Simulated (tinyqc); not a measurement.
# Free and trapped electrons in a MOS channel with a dense trap tail: free and trapped charge against gate voltage

p-type body, charge-sheet picture, full ionisation (an idealisation for deep acceptors), Boltzmann statistics for free electrons. e = Ec - EF at the surface. Acceptor-like traps of density D(E) = D0 + De exp(-E/Ew) at depth E below Ec, from 0 to Eu, hold n_t = integral of D(E)/(1 + exp((e - E)/Vt)). psi = Eg - Vt ln(Nv/Na) - e; N_dep = sqrt(2 eps0 eps_r Na (psi - Vt)/q); n_f = sqrt(N_dep^2 + 2 eps0 eps_r Vt Nc exp(-e/Vt)/q) - N_dep; Vg = Vfb + psi + q (N_dep + n_t + n_f)/Cox, Cox = eps0 eox/tox.

Free share n_f/(n_f + n_t); swing ln 10 n_f/(dn_f/dVg); field-effect mobility mf q (dn_f/dVg)/Cox, for a constant mf; oxide field q (N_dep + n_t + n_f)/(eps0 eox).

Values chosen for this exercise; band and dielectric values close to those of 4H silicon carbide: temperature T = 300 K; band gap Eg = 3.24 eV; relative permittivity eps_r = 9.89; conduction-band density of states at T Nc = 1.68e19 cm^-3; valence-band density of states at T Nv = 2.54e19 cm^-3; relative permittivity of the insulator eox = 3.9; insulator thickness tox = 37 nm; acceptor density Na = 1e16 cm^-3; flat-band voltage without trapped charge Vfb = -2.72 V; constant background density of acceptor-like traps D0 = 1e10 cm^-2 eV^-1; density of the tail at the conduction edge De = 3.4e12 cm^-2 eV^-1; decay energy of the tail Ew = 0.11 eV; depth below Ec down to which the traps reach Eu = 0.89 eV; mobility of free electrons mf = 85 cm^2/(V s).

Constants: q = 1.602176634e-19 C, kB = 1.380649e-23 J/K, Vt = kB T/q, eps0 = 8.8541878128e-14 F/cm where lengths are in cm. Results are converted to the units shown.

Free and trapped charge against gate voltage:

| Vg (V) | e (eV) | n_f (cm^-2) | n_t (cm^-2) | free share (%) | swing (mV/decade) | field-effect mobility (cm^2/(V s)) | oxide field (MV/cm) |
|---|---|---|---|---|---|---|---|
| 0.9 | 0.3721 | 2.483e6 | 1.900e10 | 0.01307 | 84.32 | 0.009896 | 0.2580 |
| 1.6 | 0.1023 | 7.541e10 | 1.674e11 | 31.05 | 524.6 | 48.30 | 0.3743 |
| 2.3 | 0.05499 | 3.744e11 | 2.440e11 | 60.54 | 1796 | 70.05 | 0.5507 |
| 3 | 0.03239 | 7.262e11 | 2.847e11 | 71.84 | 3218 | 75.82 | 0.7338 |
| 3.7 | 0.01699 | 1.098e12 | 3.107e11 | 77.94 | 4685 | 78.71 | 0.9188 |
| 4.4 | 0.005178 | 1.480e12 | 3.283e11 | 81.84 | 6179 | 80.46 | 1.105 |
| 5.1 | -0.004441 | 1.869e12 | 3.406e11 | 84.58 | 7694 | 81.60 | 1.291 |
| 5.8 | -0.01256 | 2.262e12 | 3.494e11 | 86.62 | 9226 | 82.38 | 1.478 |
| 6.5 | -0.01959 | 2.659e12 | 3.559e11 | 88.19 | 1.077e4 | 82.91 | 1.666 |

n_f reaches 1e11 cm^-2 at Vg = 1.67 V, against 1.36 V without traps. The free share rises from 0.0131 to 88.2 % and the field-effect mobility rises from 0.00990 to 82.9 cm^2/(V s), although mf = 85 is constant: in the last row 97.5 % of Cox dVg goes into free electrons. The swing in the first row is 84.3 mV a decade (Vt ln 10 = 59.5). For Vg = 3, 3.7, 4.4, 5.1, 5.8, 6.5 EF lies less than 2 Vt below the band edge, or above it, where degeneracy and confinement, left out, matter.

tinyqc, about 0.02 s, one thread, Intel Xeon 2.30GHz (shared host): `OMP_NUM_THREADS=1 python tinyqc.py 2222204 2222205 out.jsonl`
